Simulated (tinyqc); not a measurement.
RKS/PBE in the sto-3g basis, for H3+, spin multiplicity 1, step by step. One step of it, computed by the program tinyqc.

Task: Orthogonalisation. S = U s U^T; canonical form X = U s^(-1/2), so that X^T S X = 1. Each column of U has its largest component positive (the first on a tie).

overlap S:
```
          1H 1s     2H 1s     3H 1s
1H 1s  1.000000  0.642239  0.642239
2H 1s  0.642239  1.000000  0.244529
3H 1s  0.642239  0.244529  1.000000
```

Give: eigenvalues of S; X.

Result:

eigenvalues of S: 0.2058  0.7555  2.0387

X:
```
             1        2       3
1H 1s   1.6594   0.0000  0.4610
2H 1s  -1.0260   0.8135  0.3728
3H 1s  -1.0260  -0.8135  0.3728
```
